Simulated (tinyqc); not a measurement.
Changing the energy inside the band E: Koster-Slater impurity in a tight-binding band, by Green functions and by supercells. Computed by tinyqc, a small Python program. Command: `OMP_NUM_THREADS=1 python tinyqc.py 3022422 3022423 out.jsonl kosterslater sweep`. One thread of a shared host (Intel(R) Xeon(R) Processor @ 2.30GHz), about 0.04 s of CPU time with the checks.

One orbital per site, e(k) = -2 t sum cos(k_i) over 2 direction(s), band from -4 t to 4 t, lattice constant 1. One site has the extra energy U. Spin is left out.

Inputs (values chosen for the exercise, for a model band): hopping t = 0.6 eV; impurity potential U = -1.96 eV; broadening eta = 0.048 eV; impurity concentration c = 0.002 per site.

Lattice: square.

Constants: hbar = 6.582119569e-16 eV s.

Method. Inside the band G0(z), z = E + i eta, comes from the chain form 1/(sqrt(y - 2t) sqrt(y + 2t)) (principal roots) at y = z + 2 t cos k, averaged over k in (0, pi) with 200 Gauss-Legendre points. T = U/(1 - U G0); phase shift delta = -arg(1 - U G0) in (-pi, pi]; host density of states -Im G0/pi; on the impurity -Im[G0/(1 - U G0)]/pi; lifetime of a band state hbar/(-2 c Im T).

One run for each value; columns: (1) energy inside the band E (eV); (2) host density of states (1/eV); (3) density of states on the impurity (1/eV); (4) phase shift delta (rad); (5) scattering lifetime (fs):
```
(1)        (2)     (3)    (4)    (5)
-2.280  0.1213  0.1838  1.974   74.2
-1.770  0.1512  0.1743  1.540   78.2
-1.270  0.1767  0.1470  1.450   92.7
-0.760  0.2169  0.1191  1.428  114.5
-0.253  0.3060  0.0844  1.425  161.6
0.253   0.3060  0.0470  0.830  290.4
0.760   0.2169  0.0429  0.636  317.5
1.270   0.1767  0.0378  0.528  360.4
1.770   0.1512  0.0318  0.441  428.8
2.280   0.1213  0.0204  0.312  667.0
```

What does the table show?

Over the rows, host density of states (1/eV) goes from 0.121 through a maximum among these rows, 0.306 at -0.253, to 0.121; density of states on the impurity (1/eV) falls from 0.184 to 0.0204; phase shift delta (rad) falls from 1.97 to 0.312.

Extremes, crossings and ranges named in words are read from the listed rows.
